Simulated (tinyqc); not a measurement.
Capacitance measurement on a leaky thin oxide: effects of series resistance and leakage: one step of the calculation.

The device is a capacitance C in parallel with a leakage conductance G, in series with Rs and Ls. An impedance meter reports either a parallel pair (Cp, Gp) from Y = 1/Z = Gp + i w Cp or a series pair (Cs, Rm) from Z = Rm + 1/(i w Cs); w = 2 pi f, dissipation D = Gp/(w |Cp|).

Question. What the meter reports. Z = Rs + i w Ls + 1/(G + i w C).

Values chosen for this exercise; values of the order met in thin-oxide MOS capacitors: series resistance Rs = 9.8 ohm; series inductance Ls = 0 nH; measuring frequency f = 1e6 Hz.

C = 3.2172855 pF
G = 52.941176 uS

Wanted: Z; Cp; Gp; Cs; D.

Answer.

Z = (1.650-0.629i) x 1e4 ohm
Cp = 3.214 pF
Gp = 52.92 uS
Cs = 25.28 pF
D = 2.620

Cp is 0.10 % below C and Cs is 7.86 times it; G Rs = 5.19e-4, w C Rs = 1.98e-4 and G/(w C) = 2.62.

Numbers from tinyqc (`OMP_NUM_THREADS=1 python tinyqc.py 2022193 2022194 out.jsonl`; about 0.01 s on one thread of a shared Intel Xeon 2.30GHz).
